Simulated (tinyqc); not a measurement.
# Long-channel MOSFET, surface-potential model: two studies

n-channel transistor on a uniformly doped p-type body, gradual-channel approximation, constant mobility, Boltzmann statistics, full ionisation. Potentials are counted from the neutral body; V is the electron quasi-Fermi potential, Vsb at the source and Vsb + Vds at the drain. Charges are magnitudes per area.

Inputs (values chosen for the exercise); material values those of a made-up semiconductor:
- T = 325 K (temperature)
- Eg = 1 eV (band gap)
- eps_r = 9.62 (relative permittivity of the semiconductor)
- Nc = 2.41e19 cm^-3 (conduction-band density of states at T)
- Nv = 2.71e19 cm^-3 (valence-band density of states at T)
- Na = 3.2e17 cm^-3 (acceptor density of the body)
- eox = 4.06 (relative permittivity of the gate insulator)
- tox = 4.4 nm (insulator thickness)
- Vfb = -0.64 V (flat-band voltage)
- mu = 500 cm^2/(V s) (channel mobility)
- W = 1 um (gate width)
- L = 5 um (gate length)
- Vsb = 2 V (source-body reverse bias)
- Vgs = 1.6 V (gate-source voltage)
- Vds = 2 V (drain-source voltage)

Constants: q = 1.602176634e-19 C, kB = 1.380649e-23 J/K, Vt = kB T/q, eps0 = 8.8541878128e-14 F/cm where lengths are in cm. Results are converted to the units shown.

Each table varies one quantity; the others keep the values above.

## Effect of the acceptor density of the body

ni = sqrt(Nc Nv) exp(-Eg/(2 Vt)), Eg in volts; phiF = Vt ln(Na/ni); Cox = eps0 eox/tox; gamma = sqrt(2 q eps0 eps_r Na)/Cox. The surface potential psi at channel potential V solves Vgs + Vsb - Vfb - psi = gamma sqrt(G), G = psi - Vt + Vt exp((psi - 2 phiF - V)/Vt). Charge sheet: Qi = Cox gamma [sqrt(G) - sqrt(psi - Vt)]; I = mu (W/L) [integral of Qi dpsi from psi_0 to psi_L (drift) + Vt (Qi0 - QiL) (diffusion)], with psi_0 at V = Vsb and psi_L at V = Vsb + Vds. VT = Vfb + 2 phiF + gamma sqrt(2 phiF + Vsb), m = 1 + gamma/(2 sqrt(2 phiF + Vsb)). The swing is 20 mV/log10[I(VT - 0.14 V)/I(VT - 0.16 V)] of the charge-sheet current at the given Vds.

Effect of the acceptor density of the body:
```
Na (cm^-3)	gamma (V^0.5)	VT (V)	m	swing (mV/decade)	I at Vgs, Vds (uA)
3.2e16	0.1144	0.1710	1.035	67.23	58.09
5.9e16	0.1553	0.2733	1.048	68.05	49.63
1.1e17	0.2121	0.4030	1.065	69.19	39.62
2e17	0.2860	0.5607	1.087	70.65	28.85
3.7e17	0.3890	0.7693	1.117	72.69	17.28
6.9e17	0.5312	1.046	1.159	75.48	6.736
1.3e18	0.7291	1.420	1.217	79.35	0.4926
```

As Na goes from 3.2e16 to 1.3e18 cm^-3, VT rises from 0.171 to 1.42 V, the swing rises from 67.2 to 79.4 mV a decade and the current falls from 58.1 to 0.493 uA. The swing is 0.70 % above m Vt ln 10 in the first row and 1.1 % above it in the last. In every row the surface electron density at the source passes 0.3 Nc, where degeneracy and quantisation, left out here, matter.

## Effect of the source-body reverse bias

Same model as above.

The same in every row: gamma (V^0.5) = 0.3617.

Results:
```
Vsb (V)	VT (V)	m	swing (mV/decade)	I at Vgs, Vds (uA)
0	0.4289	1.208	81.43	35.27
0.25	0.4772	1.180	78.48	32.64
0.5	0.5198	1.161	76.64	30.30
1	0.5938	1.137	74.41	26.27
1.25	0.6268	1.128	73.67	24.51
1.5	0.6578	1.120	73.07	22.88
```

Estimate the missing row, Vsb = 0.75 V.

Computed row:
```
Vsb (V)	VT (V)	m	swing (mV/decade)	I at Vgs, Vds (uA)
0.75	0.5584	1.147	75.37	28.19
```

With this row back in the table: As Vsb goes from 0 to 1.5 V, VT rises from 0.429 to 0.658 V, the swing falls from 81.4 to 73.1 mV a decade and the current falls from 35.3 to 22.9 uA. The swing is 4.5 % above m Vt ln 10 in the first row and 1.1 % above it in the last. In every row the surface electron density at the source passes 0.3 Nc, where degeneracy and quantisation, left out here, matter.

Numbers from tinyqc (`OMP_NUM_THREADS=1 python tinyqc.py 2360053 2360054 out.jsonl`; about 0.03 s on one thread of a shared Intel Xeon 2.30GHz).
